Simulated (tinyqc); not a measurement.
Defect-molecule model of a vacancy with Jahn-Teller distortion: one step. Vertical against thermal levels.

Four dangling hybrids a, b, c, d point into the vacancy: H_ii = E0, and -gm between any two. A tetragonal distortion Q pairs a with b and c with d: those two couplings become -gm - I Q and the other four -gm + I Q/2, at an elastic cost k Q^2/2. The a1 level holds two electrons; charge states 2+, + and 0 put n = 0, 1, 2 more into the lowest level of t2 origin. Energy from the 2+ state at Q = 0, with the Fermi level mu counted from Ev: W_n(Q) = n (et - 2 I Q) + k Q^2/2 + Uc n (n - 1)/2 - n mu. et = E0 + gm is the undistorted t2 level.

Parameters, chosen for this exercise (of the size used for the vacancy in silicon; not measured data): E0 = -0.14 eV (level of a dangling hybrid, from Ev); gm = 0.42 eV (coupling between two dangling hybrids); I = 1 eV/angstrom (Jahn-Teller coupling); k = 15.4 eV/angstrom^2 (force constant of the mode).

Question. At fixed Q the level for adding the first electron is et - 2 I Q. Capture into 2+ at Q0 = 0 costs et; removal from + at Q1 = 2 I/k takes place at et - 2 E_JT, E_JT = 2 I^2/k; the thermal level lies between, and the Franck-Condon shift is E_JT on each side. et = E0 + gm.

Give: levels; Stokes shift.

Answer.

levels (eV): vertical at Q0 0.2800, thermal 0.1501, vertical at Q1 0.0203

Stokes shift = 0.2597 eV

tinyqc: `OMP_NUM_THREADS=1 python tinyqc.py 1450430 1450431 out.jsonl`; about 0.01 s, one thread, shared Intel(R) Xeon(R) Processor @ 2.30GHz.
